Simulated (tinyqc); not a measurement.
Schottky emission and Poole-Frenkel conduction in an insulator, and how to tell them apart: activation energy against field.

Schottky emission (electrode-limited): J = As T^2 exp[-(pb - b sqrt(F))/Vt], b = sqrt(q/(4 pi eps0 ei)). Poole-Frenkel emission (bulk-limited): J = s0 F exp[-(pt - 2 b sqrt(F))/Vt]. F in V/cm.

The activation energy is -d ln J/d(q/kB T) at fixed F.

Values chosen for this exercise; dielectric values close to those of zirconium oxide:

| symbol | value | unit | meaning |
|---|---|---|---|
| T | 325 | K | temperature |
| ei | 4.4 |  | high-frequency relative permittivity |
| pt | 1.06 | eV | trap depth |
| s0 | 0.016 | S/cm | Poole-Frenkel prefactor |
| pb | 1.21 | eV | electrode barrier |
| As | 66 | A/(cm^2 K^2) | Richardson constant |

Constants: q = 1.602176634e-19 C, kB = 1.380649e-23 J/K, Vt = kB T/q, eps0 = 8.8541878128e-14 F/cm where lengths are in cm. Results are converted to the units shown.

Activation energy against field:

| F (MV/cm) | sqrt(F) ((V/cm)^0.5) | J, Schottky (A/cm^2) | its Ea (eV) | J, Poole-Frenkel (A/cm^2) | its Ea (eV) |
|---|---|---|---|---|---|
| 0.2 | 447.2 | 2.160e-11 | 1.185 | 3.774e-11 | 0.8982 |
| 0.81 | 900.0 | 4.023e-10 | 1.103 | 5.305e-8 | 0.7344 |
| 1.43 | 1196 | 2.719e-9 | 1.050 | 4.279e-6 | 0.6273 |
| 2.04 | 1428 | 1.221e-8 | 1.008 | 1.230e-4 | 0.5432 |
| 2.66 | 1631 | 4.520e-8 | 0.9710 | 0.002199 | 0.4699 |
| 3.27 | 1808 | 1.421e-7 | 0.9389 | 0.02673 | 0.4057 |
| 3.89 | 1972 | 4.099e-7 | 0.9092 | 0.2645 | 0.3464 |
| 4.5 | 2121 | 1.073e-6 | 0.8823 | 2.098 | 0.2925 |

Both activation energies fall linearly in sqrt(F), the Poole-Frenkel one twice as fast (0.898 to 0.292 eV against 1.19 to 0.882 eV). They extrapolate to pt = 1.06 eV and to pb + 2 kB T = 1.27 eV, the 2 kB T coming from the T^2. The Schottky current is the smaller one in every row. For F = 2.04, 2.66, 3.27, 3.89, 4.5 a Fowler-Nordheim estimate for tunnelling through pb with a mass of 0.4 m0 exceeds the Schottky current, so tunnelling, left out here, would compete. For F = 2.66, 3.27, 3.89, 4.5 a Fowler-Nordheim estimate for tunnelling through pb with a mass of 0.4 m0 exceeds the Poole-Frenkel current, so tunnelling, left out here, would compete.

Computed by the program tinyqc: `OMP_NUM_THREADS=1 python tinyqc.py 2370056 2370057 out.jsonl`, one thread of a shared Intel Xeon 2.30GHz, about 0.01 s for the whole run.
